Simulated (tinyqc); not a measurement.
## Interface traps from C-V curves, high-low and Terman methods: effect of the oxide thickness on the signal

MOS capacitor on an n-type substrate; psi is the band bending, negative in depletion; only majority carriers are counted. At the bending psi the Fermi level lies y = xi - psi below the conduction edge at the surface, xi = Vt ln(Nc/Nd). Dit(y) = D0 + D1 exp(-y/E1); traps fill up to the Fermi level, follow the bias and a slow signal, and do not follow a fast one. V is the gate voltage from flat band.

Cox = 3.9 eps0/EOT, LD = sqrt(eps0 eps_r Vt/(q Nd)), u = psi/Vt, Cd = (eps0 eps_r/(sqrt(2) LD)) |exp(u) - 1|/sqrt(exp(u) - u - 1). Ideal V0 = psi - sqrt(2) (eps0 eps_r Vt/LD) sqrt(exp(u) - u - 1)/Cox for psi < 0; the traps add dV = (q/Cox) times the integral of Dit from 0 to psi = (q/Cox) [D0 psi + D1 E1 exp(-xi/E1) (exp(psi/E1) - 1)]. 1/C_HF = 1/Cox + 1/Cd, 1/C_LF = 1/Cox + 1/(Cd + q Dit). All at psi = -0.237 V.

Values chosen for this exercise; band and dielectric values close to those of silicon: temperature T = 200 K; relative permittivity eps_r = 11.6; conduction-band density of states at T Nc = 1.52e19 cm^-3; donor density Nd = 6.1e15 cm^-3; trap density far from the band edge D0 = 7.6e11 cm^-2 eV^-1; band-tail density at the conduction edge D1 = 2.8e13 cm^-2 eV^-1; decay energy of the tail E1 = 0.06 eV.

Constants: q = 1.602176634e-19 C, kB = 1.380649e-23 J/K, Vt = kB T/q, eps0 = 8.8541878128e-14 F/cm where lengths are in cm. Results are converted to the units shown.

Result of one run:
```
dV (mV)	C_HF (nF/cm^2)	C_LF (nF/cm^2)	(C_LF - C_HF)/Cox (%)
-756.4	29.20	52.86	31.52
```

Which equivalent oxide thickness EOT gave this result: 2.5, 4.4, 8, 14 or 46 nm?

EOT = 46 nm.

The whole series:
```
EOT (nm)	dV (mV)	C_HF (nF/cm^2)	C_LF (nF/cm^2)	(C_LF - C_HF)/Cox (%)
1.4	-23.02	46.88	166.6	4.855
2.5	-41.11	46.19	158.2	8.111
4.4	-72.35	45.05	145.6	12.81
8	-131.5	43.03	126.4	19.31
14	-230.2	40.03	103.6	25.78
26	-427.5	35.14	76.19	30.90
46	-756.4	29.20	52.86	31.52
```

The stretch-out grows in proportion to the EOT, from -23.0 to -756 mV, so thin oxides leave Terman's method little to read; the high-low gap rises from 4.85 to 31.5 % of Cox.

Program tinyqc, `OMP_NUM_THREADS=1 python tinyqc.py 2030043 2030044 out.jsonl`; Intel Xeon 2.30GHz, shared host, one thread, about 0.01 s.
